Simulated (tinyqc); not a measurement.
Inside a calculation. Method: CCSD on RHF in the 6-311g basis, for H2, spin multiplicity 1. One step of it, computed by the program tinyqc.

Problem. CCSD: starting amplitudes. t_ij^ab = <ij||ab> / (e_i + e_j - e_a - e_b), whose energy is MP2.

orbital energies (hartree): MO1 -0.606894, MO2 0.174022, MO3 0.303334, MO4 0.667304, MO5 2.365480, MO6 2.800393

Two-electron integrals over orbitals (pq|rs), unique and non-zero (hartree):
```
(11|11) 0.664322    (21|21) 0.041356    (22|11) 0.342742    (22|22) 0.295063
(31|11) -0.136782   (31|22) -0.022330   (31|31) 0.054589    (32|21) 0.023816
(32|32) 0.041983    (33|11) 0.365802    (33|22) 0.272460    (33|31) -0.034599
(33|33) 0.282040    (41|21) -0.059525   (41|32) -0.011572   (41|41) 0.105358
(42|11) -0.133033   (42|22) -0.041558   (42|31) 0.036336    (42|33) -0.044086
(42|42) 0.050453    (43|21) 0.025762    (43|32) 0.017444    (43|41) -0.037833
(43|43) 0.022777    (44|11) 0.510868    (44|22) 0.324121    (44|31) -0.081076
(44|33) 0.315462    (44|42) -0.101448   (44|44) 0.444098    (51|11) -0.106054
(51|22) -0.008204   (51|31) 0.054653    (51|33) -0.024612   (51|42) 0.022638
(51|44) -0.055735   (51|51) 0.095964    (52|21) 0.001987    (52|32) 0.001667
(52|41) 0.000377    (52|43) -0.005766   (52|52) 0.009356    (53|11) 0.117417
(53|22) 0.029006    (53|31) -0.040976   (53|33) 0.036146    (53|42) -0.032710
(53|44) 0.074070    (53|51) -0.048282   (53|53) 0.038445    (54|21) -0.002501
(54|32) -0.020791   (54|41) -0.014643   (54|43) 0.004855    (54|52) -0.013796
(54|54) 0.036764    (55|11) 0.649478    (55|22) 0.332095    (55|31) -0.136330
(55|33) 0.359865    (55|42) -0.125626   (55|44) 0.494238    (55|51) -0.134033
(55|53) 0.126648    (55|55) 0.672598    (61|21) -0.028414   (61|32) 0.012190
(61|41) 0.069592    (61|43) -0.030162   (61|52) 0.020395    (61|54) -0.051307
(61|61) 0.102729    (62|11) -0.023865   (62|22) 0.011760    (62|31) 0.019364
(62|33) 0.000702    (62|42) 0.001141    (62|44) -0.006019   (62|51) 0.032788
(62|53) -0.012905   (62|55) -0.034171   (62|62) 0.018185    (63|21) 0.027413
(63|32) 0.001791    (63|41) -0.051632   (63|43) 0.018878    (63|52) -0.004925
(63|54) 0.019824    (63|61) -0.051244   (63|63) 0.033068    (64|11) 0.151972
(64|22) 0.021131    (64|31) -0.061730   (64|33) 0.041658    (64|42) -0.039888
(64|44) 0.091073    (64|51) -0.080248   (64|53) 0.051231    (64|55) 0.168639
(64|62) -0.031610   (64|64) 0.089292    (65|21) 0.071867    (65|32) 0.012598
(65|41) -0.130679   (65|43) 0.054691    (65|52) -0.018766   (65|54) 0.053193
(65|61) -0.137912   (65|63) 0.084655    (65|65) 0.233810    (66|11) 0.706749
(66|22) 0.351580    (66|31) -0.161720   (66|33) 0.373253    (66|42) -0.146188
(66|44) 0.544850    (66|51) -0.182198   (66|53) 0.151825    (66|55) 0.743124
(66|62) -0.048223   (66|64) 0.212626    (66|66) 0.857532
```

Give: Starting amplitudes; correlation energy.

Solution.

Starting amplitudes (spin orbitals 1a, 1b, ...; amplitudes related by a flip of all spins are not repeated):
```
from      to        t
1a 1b  4a 4b  -0.0413
1a 1b  3a 3b  -0.0300
1a 1b  2a 4b   0.0290
1a 1b  2a 2b  -0.0265
1a 1b  5a 5b  -0.0161
1a 1b  6a 6b  -0.0151
1a 1b  4a 6b  -0.0149
1a 1b  3a 5b  -0.0141
1a 1b  2a 6b   0.0068
```

correlation energy = -0.017627 hartree
